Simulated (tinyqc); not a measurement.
Worked calculation: tight binding, honeycomb lattice. Computed by tinyqc, a small Python program that keeps every step. Settings: t1 = 2.12, t2 = 0.38, phi = 0, delta = 1.22, points = 6. Command: `OMP_NUM_THREADS=1 python tinyqc.py 20062 20063 out.jsonl` (the two numbers bound the seeds that draw the settings). One thread of a shared host (Intel(R) Xeon(R) Processor @ 2.60GHz), about 0.01 s of CPU time with the checks.

## Bloch Hamiltonian at k

Parameters chosen for this model:
```
parameter     value                        unit
t1         2.120000                 eV, nearest
t2         0.380000       eV, second neighbours
phi               0  rad, phase of t2 (Haldane)
delta      1.220000          eV, +/- on A and B
```

k point k (fractions of the reciprocal vectors): [0.180000, 0.230000]

H_AB = -t1 (1 + exp(-i k.a1) + exp(-i k.a2)); H_AA = delta - 2 t2 sum cos(k.b + phi), H_BB = -delta - 2 t2 sum cos(k.b - phi), b = a1, a2 - a1, -a2.

H(k) at k (eV), order A, B:
```
[[0.078352, -3.288359+4.021517i],
 [-3.288359-4.021517i, -2.361648]]
```

## Levels at k

Diagonalise the Hermitian matrix.

eigenvalues (eV): [-6.477780, 4.194483]

weights |c|^2 of the basis functions, order A, B:
```
[[0.385685, 0.614315],
 [0.614315, 0.385685]]
```

## Bloch Hamiltonian at K

k point K (fractions of the reciprocal vectors): [0.333333, 0.666667]

As before.

H(k) at K (eV), order A, B:
```
[[2.360000, 0.000000],
 [0.000000, -0.080000]]
```

## Levels at K

As before.

eigenvalues (eV): [-0.080000, 2.360000]

weights |c|^2 of the basis functions, order A, B:
```
[[0.000000, 1.000000],
 [1.000000, 0.000000]]
```

## Bands along a path

The same steps at evenly spaced points between the labelled ones.

Bands along the path (eV):
```
k             band 1    band 2
G          -8.755956  4.195956
G-K 0.33   -6.801279  4.208558
G-K 0.67   -2.655687  3.556130
K          -0.080000  2.360000
K-M 0.33   -0.629165  2.693995
K-M 0.67   -1.381865  3.074143
M          -1.685976  3.205976
M-K' 0.33  -1.381865  3.074143
M-K' 0.67  -0.629165  2.693995
K'         -0.080000  2.360000
```

With 1 band(s) filled, the highest filled level on these points lies at K and the lowest empty one at K: a gap of 2.4400 eV, direct.

## Chern number of the lower band

On a 6 x 6 mesh, the phase of the product of overlaps around each plaquette (k1 then k2); the sum over 2 pi is an integer.

plaquette phases (rad):
```
[[0.000000, -0.022331, -0.091491, 0.000000, 0.043331, 0.014890],
 [0.022331, 0.000000, -0.091491, -0.486430, 0.000000, 0.043331],
 [0.091491, 0.091491, 0.000000, -0.486430, -0.486430, 0.000000],
 [0.000000, 0.486430, 0.486430, 0.000000, -0.091491, -0.091491],
 [-0.043331, 0.000000, 0.486430, 0.091491, 0.000000, -0.022331],
 [-0.014890, -0.043331, 0.000000, 0.091491, 0.022331, 0.000000]]
```

Chern number = 0.000000
